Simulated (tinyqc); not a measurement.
Worked calculation: time-domain thermoreflectance: layered heat flow under a modulated pulse train, and what the signal ratio measures. Computed by tinyqc, a small Python program that keeps every step. Command: `OMP_NUM_THREADS=1 python tinyqc.py 3114010 3114011 out.jsonl tdtr walk`. One thread of a shared host (Intel(R) Xeon(R) Processor @ 2.30GHz), about 0.1 s of CPU time with the checks. Intermediate numbers are printed to about 5 digits and carried at full precision; extremes and crossings named in words are read from the listed rows.

Pulses repeat at 80 MHz; heat is laid down at the surface, all layers are isotropic.

Inputs (values chosen for the exercise, modelled on aluminium on silicon):
```
quantity,value,unit
metal thickness d,110,nm
metal conductivity,150,W/(m K)
metal heat capacity,2.42,MJ/(m^3 K)
boundary conductance G under the metal,130,MW/(m^2 K)
substrate conductivity kappa,143,W/(m K)
substrate heat capacity C,1.64,MJ/(m^3 K)
modulation frequency f,9.8,MHz
"spot radius w (1/e^2, pump and probe)",3.7,micrometre
delay t,1400,ps
```

Stack: metal, substrate.

## Length and time scales

Penetration depth sqrt(kappa/(pi f C)); effusivity sqrt(kappa C); cooling time of the metal d C_m/G; Kapitza length kappa/G.

penetration depth = 1.6829 micrometre

effusivity = 15314 W s^(1/2)/(m^2 K)

cooling time of the metal = 2047.7 ps

Kapitza length = 1100 nm

depth over spot radius = 0.45484

The penetration depth is not small against the spot, so radial spreading in the substrate matters at f.

## Impedance at k = 0 and the modulation frequency

For radial wave number k and angular frequency W each layer has u = sqrt(4 pi^2 k^2 + i W C/kappa) and gamma = kappa u. Surface impedance from below: Z = 1/gamma for the substrate; a layer of thickness L maps Z to (Z + tanh(u L)/gamma)/(1 + gamma Z tanh(u L)); a boundary adds 1/G. Take k = 0 and W = 2 pi f.

Z of the substrate = 5.8843-5.8843i m^2 K/GW

Z at the surface = 11.484-7.690i m^2 K/GW

## Response at the modulation frequency

Response per absorbed watt H(W) = 2 pi int_0^(2/w) Z(k, W) exp(-pi^2 k^2 w^2) k dk by 20 Gauss-Legendre points.

H(2 pi f) = 0.27369-0.14514i K/mW

phase of H(2 pi f) = -27.936 degrees

## Signal at one delay

Signal: X + iY = sum_(m = -M..M) H(2 pi (f + m f_r)) exp(i 2 pi m f_r t) exp(-pi (m/M)^2 x 4), f_r = 80 MHz, M = 4000, with H(-W) the complex conjugate of H(W); V_in = X, V_out = Y, ratio = -V_in/V_out.

V_in = 0.65489 K/mW

V_out = -0.16033 K/mW

ratio -V_in/V_out = 4.0846

## Ratio and sensitivities against delay

Sensitivity S = ln(ratio'/ratio)/ln(1.01) for a rise of one input by 1 %.

Ratio and sensitivities:
```
t (ps),ratio,S to kappa,S to G,S to d,S to C,S to w
100,9.3400,0.58544,0.21166,-0.93916,0.28629,-0.47412
200,8.4438,0.55706,0.16542,-0.96046,0.26958,-0.45083
400,7.2017,0.51079,0.09227,-0.81648,0.24145,-0.41391
800,5.5459,0.44719,-0.00796,-0.61219,0.19965,-0.36588
1500,3.9080,0.38224,-0.11438,-0.39121,0.15002,-0.32243
2500,2.6868,0.33185,-0.20128,-0.20336,0.10028,-0.29788
4000,1.7546,0.29231,-0.26809,-0.03833,0.04256,-0.29417
```

The largest sensitivity in size at 100 ps is to d (-0.94). The sensitivity to G changes sign between 400 and 800 ps, which helps to separate G from inputs whose sensitivity keeps its sign. At 400 ps an error of 3 % in d passes on as 5 % in kappa.

Checks made by the program: steady rise of a bare substrate, 1/(2 sqrt(pi) w kappa), from the same quadrature (relative difference below 1e-10).
